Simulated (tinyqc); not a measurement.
## Retention against time

Retention: filled traps are spread evenly in depth from E1 to E2, and each empties at the rate nu exp(-E/kB T). The share left is the mean of exp(-nu t exp(-E/kB T)) = [kB T/(E2 - E1)] [E1x(nu t exp(-E2/kB T)) - E1x(nu t exp(-E1/kB T))], E1x the exponential integral; traps shallower than about Ed = kB T ln(nu t) are empty.

Inputs (values chosen for the exercise): storage temperature T = 300 K; shallowest trap depth E1 = 1.02 eV; deepest trap depth E2 = 1.89 eV; attempt frequency nu = 1e13 1/s.

Constants: q = 1.602176634e-19 C, kB = 1.380649e-23 J/K, Vt = kB T/q. Results are converted to the units shown.

Results:

| t (s) | Ed (eV) | share left |
|---|---|---|
| 1 | 0.77384 | 1.0000 |
| 100 | 0.89290 | 0.99978 |
| 1e5 | 1.0715 | 0.92368 |
| 1e6 | 1.1310 | 0.85526 |
| 1e7 | 1.1905 | 0.78684 |
| 1e8 | 1.2501 | 0.71842 |
| 1e9 | 1.3096 | 0.65000 |

Estimate the missing row, t = 10000 s.

Computed row:

| t (s) | Ed (eV) | share left |
|---|---|---|
| 10000 | 1.0119 | 0.98165 |

With this row back in the table: The share left falls from 1.00 to 0.650. Ed moves by 0.0595 eV a decade and reaches E1 at t = 13700 s; from then on the loss is linear in log t, 6.84 % a decade, until Ed comes within a few kB T of E2, which it reaches at 5.63e18 s.

tinyqc, about 0.05 s, one thread, Intel Xeon 2.30GHz (shared host): `OMP_NUM_THREADS=1 python tinyqc.py 2130114 2130115 out.jsonl`
